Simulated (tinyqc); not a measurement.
Strain, valley repopulation and piezoresistance in a many-valley conduction band: one step, computed by the program tinyqc. Command: `OMP_NUM_THREADS=1 python tinyqc.py 3008815 3008816 out.jsonl valleys walk`. One thread of a shared host (Intel(R) Xeon(R) Processor @ 2.30GHz), about 0.01 s of CPU time with the checks.

Valleys are ellipsoids with mass m_l along the axis a and m_t across it, parabolic, with one constant relaxation time; strain shifts the valleys and leaves the masses alone. Currents are taken along [100], along the load, and along [010], across the load.

Task: Valley shifts. Herring-Vogt shift of a valley with unit axis a: dE = Xi_d tr(e) + Xi_u a.e.a.

Inputs (values chosen for the exercise, modelled on germanium): shear deformation potential Xi_u = 16.6 eV; dilation deformation potential Xi_d = -4.4 eV.

Valley axes: <111> (4 valleys). Load: uniaxial [100].

strain tensor (%):
```
           x           y           z
x  0.4465917   0.0000000   0.0000000
y  0.0000000  -0.1223084   0.0000000
z  0.0000000   0.0000000  -0.1223084
```

Give: shifts dE; splitting (highest minus lowest).

Result:

shifts dE (meV): [111] 2.289, [-111] 2.289, [1-11] 2.289, [11-1] 2.289

splitting (highest minus lowest) = 0 meV

All valleys make the same angle with this load, so they shift alike and nothing repopulates.
